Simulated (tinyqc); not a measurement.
Deep level with several charge states, and Shockley-Read-Hall recombination, step by step. Values are carried at full precision from step to step, so a last printed digit may differ when a step is redone from the rounded ones.

Energies from Ev. The defect has charge states 0, -1, -2 with weights 1, gm exp((EF - E1)/kT), exp((2 EF - E1 - E2)/kT); the shares are the weights over their sum. Boltzmann carriers: n = Nc exp((EF - Eg)/kT), p = Nv exp(-EF/kT). Neutrality: p - n + Nd + Nt <q> = 0.

Constants: kB = 8.617333262e-05 eV/K.

Values chosen for the exercise (gap and densities of states near those of Si at this temperature; the results hold for these values, not for the real material): Eg = 1.108 eV (gap); Nc = 4.12e+19 1/cm^3 (conduction-band density of states); Nv = 1.72e+19 1/cm^3 (valence-band density of states); T = 400 K; E1 = 0.514 eV (level (0/-1) above Ev); E2 = 0.887 eV (level (-1/-2) above Ev); gm = 2 (degeneracy of the middle state, the others 1); Nt = 7e+14 1/cm^3 (defects); Nd = 1.3e+14 1/cm^3 (ionised shallow donors minus acceptors); E_try = 0.238 eV (trial Fermi level); Et = 0.887 eV (recombination level above Ev); sn = 1.9e-16 cm^2 (electron capture cross-section); sp_ = 4.1e-14 cm^2 (hole capture cross-section); vth = 25000000 cm/s (thermal velocity, both carriers); Nm = 1.3e+16 1/cm^3 (equilibrium electrons for the lifetime steps); dn = 5.3e+12 1/cm^3 (excess pairs).

## Charge states at a trial Fermi level

Form the exponents, the shares, the mean charge and the residual of neutrality at EF = E_try.

exponents of the second and third weights: [-8.007, -26.835]

shares: 0 0.9993, -1 0.0007, -2 0.0000

<q> = -0.0007

n, p (1/cm^3): [4.50e+08, 1.73e+16]

residual = 1.74e+16 1/cm^3

The residual is positive, so EF must rise.

## The neutral state

Solve for EF.

EF = 0.4500 eV

shares at EF: 0 0.762, -1 0.238, -2 0.000

n = 2.11e+11 1/cm^3
p = 3.68e+13 1/cm^3

Without the defects the majority density would be 1.30e+14 1/cm^3; with them the density of these carriers is 2.11e+11, below that of the other kind: the type has inverted, so the defects more than cancel the doping. Most defects are in the state 0.

## Recombination through one level

One level at Et with degeneracy 1: tn = 1/(sn vth Nt), tp = 1/(sp_ vth Nt), n1 = Nc exp((Et - Eg)/kT), p1 = Nv exp(-Et/kT), ni^2 = n1 p1. Equilibrium n0 = Nm, p0 = ni^2/Nm; n = n0 + dn, p = p0 + dn. U = (n p - ni^2)/(tp (n + n1) + tn (p + p1)), lifetime dn/U; emission rates en = sn vth n1, ep = sp_ vth p1.

Evaluate each quantity.

tn, tp (microsecond): [0.3008, 0.001394]

n1, p1 (1/cm^3): [6.77e+16, 1.15e+08]

U = 6.04e+20 1/(cm^3 s)
lifetime = 0.00877 microsecond

The lifetime is 6.291 times the minority capture time tp and 0.029 times tn + tp, the limit of high injection.

## Emission and generation in a depleted region

With n = p = 0 the level generates pairs at G = Nt en ep/(en + ep); generation lifetime tg = ni/G; current density e G W for a width W = 1 micrometre, e = 1.602176634e-19 C.

en, ep (1/s): [3.21e+08, 118]

G = 8.23e+16 1/(cm^3 s)
tg = 33.8 microsecond
current density = 1.32e-06 A/cm^2

The slower step, hole emission, limits the rate: en/ep = 2.73e+06.

## Checks

- U against hole capture minus emission at the steady occupation of the level (1/(cm^3 s)): both 6.044e+20.

Program tinyqc; command `OMP_NUM_THREADS=1 python tinyqc.py 1651020 1651021 out.jsonl`; about 0.01 s on one thread of a shared Intel(R) Xeon(R) Processor @ 2.30GHz.
